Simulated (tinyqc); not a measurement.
## Hole mobility in a silicon inversion layer, empirical terms and Matthiessen rule: effect of the temperature

Inversion layer of sheet density Ns on a uniformly doped body. The mobility terms are empirical power laws with prefactors chosen for the exercise; adding their inverses (Matthiessen) is itself an approximation.

Nc and Nv are given at 325 K and scale as (T/325 K)^1.5; Eg is fixed. ni = sqrt(Nc Nv) exp(-Eg/(2 Vt)), Eg in volts; Ndep = sqrt(2 eps0 eps_r Nb (2 Vt ln(Nb/ni) + Vsb)/q); E = q (Ndep + eta Ns)/(eps0 eps_r), in MV/cm. With t = T/(300 K): muC = Ac (Ns/1e12 cm^-2) t/(Nb/1e17 cm^-3 + Nit/1e11 cm^-2), muP = Ap E^(-1/3) t^(-1.75), muS = As E^(-gs); 1/mu is the sum of the inverses.

Inputs (values chosen for the exercise); material values close to those of silicon: band gap Eg = 1.12 eV; relative permittivity of the semiconductor eps_r = 11.7; conduction-band density of states at the reference temperature Nc = 3.12e19 cm^-3; valence-band density of states at the reference temperature Nv = 2.99e19 cm^-3; body doping Nb = 6.3e16 cm^-3; reverse body bias Vsb = 0 V; weight of the inversion charge in the effective field eta = 0.3333; phonon-limited mobility at 1 MV/cm and 300 K Ap = 143 cm^2/(V s); roughness-limited mobility at 1 MV/cm As = 369 cm^2/(V s); exponent of the roughness term gs = 1; Coulomb prefactor Ac = 1000 cm^2/(V s); charge at the interface Nit = 8.7e11 cm^-2; inversion density Ns = 1e12 cm^-2.

Constants: q = 1.602176634e-19 C, kB = 1.380649e-23 J/K, Vt = kB T/q, eps0 = 8.8541878128e-14 F/cm where lengths are in cm. Results are converted to the units shown.

Effect of the temperature:

| T (K) | E (MV/cm) | muC (cm^2/(V s)) | muP (cm^2/(V s)) | muS (cm^2/(V s)) | mu (cm^2/(V s)) |
|---|---|---|---|---|---|
| 120 | 0.1927 | 42.87 | 1230 | 1914 | 40.55 |
| 160 | 0.1897 | 57.16 | 747.8 | 1946 | 51.69 |
| 200 | 0.1863 | 71.45 | 509.0 | 1981 | 60.74 |
| 250 | 0.1818 | 89.32 | 347.3 | 2030 | 68.64 |
| 300 | 0.1769 | 107.2 | 254.7 | 2086 | 72.81 |
| 350 | 0.1717 | 125.0 | 196.5 | 2150 | 73.79 |
| 400 | 0.1660 | 142.9 | 157.3 | 2223 | 72.43 |
| 450 | 0.1599 | 160.8 | 129.6 | 2308 | 69.59 |

As T goes from 120 to 450 K, E falls from 0.193 to 0.160 MV/cm and mu goes from 40.6 through a maximum of 73.8 (at T = 350 K among the rows listed) to 69.6 cm^2/(V s). The smallest term is the Coulomb one in the first row and the phonon one in the last. Coulomb scattering weakens and phonon scattering grows with T, hence the maximum. For T = 120 to 160 K dopant freeze-out and degenerate screening, left out here, matter.

Program tinyqc, `OMP_NUM_THREADS=1 python tinyqc.py 2510032 2510033 out.jsonl`; Intel Xeon 2.30GHz, shared host, one thread, about 0.01 s.
